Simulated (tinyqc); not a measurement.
# Junction parameters from two forward currents

Inverse problem. D(v) = J1 (exp(v/Vt) - 1) + J2 (exp(v/(2 Vt)) - 1). Find J1, J2 and the voltage 2 Vt ln(J2/J1) near which both parts are equal.

Parameters, values chosen for the exercise: temperature T = 300 K.

Constants: q = 1.602176634e-19 C, kB = 1.380649e-23 J/K, Vt = kB T/q. Results are converted to the units shown.

junction voltages (V): 0.33  0.63
currents (uA/um): 3.0222089e-5  0.022250170

Answer. The current is linear in J1 and J2, so two points give two equations.

J1 = 3.200e-13 uA/um
J2 = 5.100e-8 uA/um
crossover = 0.6194 V

Numbers from tinyqc (`OMP_NUM_THREADS=1 python tinyqc.py 2182169 2182170 out.jsonl`; about 0.2 s on one thread of a shared Intel Xeon 2.30GHz).
